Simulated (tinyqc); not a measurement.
What each parameter does: band-to-band tunnelling across a p-n junction in a two-band chain.

Sites alternate A at -Eg/2 and C at +Eg/2 with hopping -t; near the edges, with k counted from the zone boundary pi/a, E^2 = (Eg/2)^2 + (t a k)^2, so t = sqrt(c Eg/m)/a gives the mass m, c = hbar^2/2m0. In the gap cosh(q a) = 1 + (Eg^2/4 - e^2)/(2 t^2), e the energy from the local mid-gap. The potential is V0 = Eg + ov on the p side (left), 0 on the n side, and falls linearly over the 2N sites of the junction, V_j = V0 (1 - j/(2N + 1)), j = 1 to 2N, site 1 being A. E = Eg/2 + x ov. A half chain that ends on a site of level e1 with neighbour e2 has g = (1 + z)/(E - e1), z = exp(-/+ i k a) the root with Im g < 0, cos(k a) = (E - e1)(E - e2)/(2 t^2) - 1. S_L = t^2 g (ending on C, shifted by V0), S_R = t^2 g (starting on A). T = 4 Im(S_L) Im(S_R) |G_(1,2N)|^2.

Constants: hbar^2/2m0 = 3.80998211 eV angstrom^2.

Inputs chosen for the exercise (gap and mass near those of Ge (direct gap); not measured data): Eg = 0.767 eV (gap); m = 0.0415 m0 (mass of electron and light hole); a = 4 angstrom (period (two sites)); ov = 0.5 eV (overlap: top of the valence band on the p side above the conduction edge on the n side); Nw = 40 (periods in the junction); x = 0.65 (energy above the n-side conduction edge, as a share of ov).

N = Nw; WKB exponent 2 I/F with I = pi Eg^2/(8 t a), F = V0/((2N + 1) a/2).

Results for these values:

| case | F (MV/cm) | exponent | log10 T of the chain |
|---|---|---|---|
| base | 0.7821 | 7.0402 | -3.0381 |

What happens to each result for ov = 0.55 eV, all else kept?

Answer: F rises from 0.7821 to 0.8130; exponent falls from 7.0402 to 6.7729; log10 T of the chain rises from -3.0381 to -2.9277.

The same for each parameter in turn:

| case | F (MV/cm) | exponent | log10 T of the chain |
|---|---|---|---|
| base | 0.7821 | 7.0402 | -3.0381 |
| Eg = 0.8437 eV | 0.8294 | 7.6586 | -3.3015 |
| m = 0.04565 m0 | 0.7821 | 7.3838 | -3.1901 |
| ov = 0.55 eV | 0.8130 | 6.7729 | -2.9277 |
| Nw = 43 | 0.7282 | 7.5617 | -3.2690 |
| x = 0.38 | 0.7821 | 7.0402 | -3.0548 |
| a = 4.5 angstrom | 0.6952 | 7.9202 | -3.4257 |

(tinyqc, `OMP_NUM_THREADS=1 python tinyqc.py 1452380 1452381 out.jsonl`, Intel(R) Xeon(R) Processor @ 2.30GHz, 1 thread, shared host, about 0.01 s.)
